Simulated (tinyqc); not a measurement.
# Octagonal on-chip spiral inductor, lumped pi model: effect of the line width

Outer diameter do = di + 2 n wd + 2 (n - 1) sp, mean da = (do + di)/2, fill p = (do - di)/(do + di), length l = 3.314 n da. L = 2.25 mu0 n^2 da/(1 + 3.55 p), mu0 = 4 pi 1e-7 H/m. Rs = rho l/(wd delta (1 - exp(-th/delta))), delta = sqrt(rho/(pi f mu0)). Cs = n wd^2 eps0 eo/hu across the coil. At each end Cox = l wd eps0 eo/(2 ho) leads to the substrate branch Rsi = 2 rs he/(l wd) in parallel with Csi = l wd eps0 11.7/(2 he). With one end grounded Y = 1/(Rs + i w L) + i w Cs + 1/[1/(i w Cox) + 1/(1/Rsi + i w Csi)], w = 2 pi f; Q = -Im Y/Re Y. Eddy currents in neighbouring turns and in the substrate are left out.

Peak Q and its frequency from a search over f; self-resonance where Im Y = 0; Q at the given f (negative beyond resonance).

Values chosen for this exercise; values of the order met in silicon radio-frequency processes: number of turns n = 2.5; space between turns sp = 1.5 um; inner diameter di = 140 um; metal thickness th = 3 um; metal resistivity rho = 1.9 uohm cm; oxide below the coil ho = 8.1 um; oxide between coil and underpass hu = 1.1 um; relative permittivity of the oxide eo = 3.9; substrate resistivity rs = 10 ohm cm; effective spreading depth in the substrate he = 80 um; frequency f = 6.4 GHz.

Constants: eps0 = 8.8541878128e-12 F/m. Results are converted to the units shown.

Result of one run:
```
wd (um)	L (nH)	do (um)	peak Q	f of the peak (GHz)	self-resonance (GHz)	Q at f
18	1.745	234.5	16.83	2.727	18.84	10.38
```

What becomes of these results when the line width wd is changed from 18 to 9 um, all else the same?

Result of the changed run:
```
wd (um)	L (nH)	do (um)	peak Q	f of the peak (GHz)	self-resonance (GHz)	Q at f
9	1.899	189.5	13.89	4.673	32.40	13.29
```

The whole series:
```
wd (um)	L (nH)	do (um)	peak Q	f of the peak (GHz)	self-resonance (GHz)	Q at f
2	2.215	154.5	8.619	21.37	86.31	6.149
4	2.093	164.5	10.89	10.50	56.46	10.13
6	2.000	174.5	12.32	6.880	43.16	12.30
9	1.899	189.5	13.89	4.673	32.40	13.29
13	1.810	209.5	15.43	3.455	24.53	12.49
18	1.745	234.5	16.83	2.727	18.84	10.38
25	1.705	269.5	18.23	2.181	14.14	7.328
```

As wd goes from 2 to 25, L falls from 2.21 to 1.70 nH, the peak Q rises from 8.62 to 18.2, its frequency falls from 21.4 to 2.18 GHz and the self-resonance falls from 86.3 to 14.1 GHz.

Numbers from tinyqc (`OMP_NUM_THREADS=1 python tinyqc.py 2302230 2302231 out.jsonl`; about 0.01 s on one thread of a shared Intel Xeon 2.30GHz).
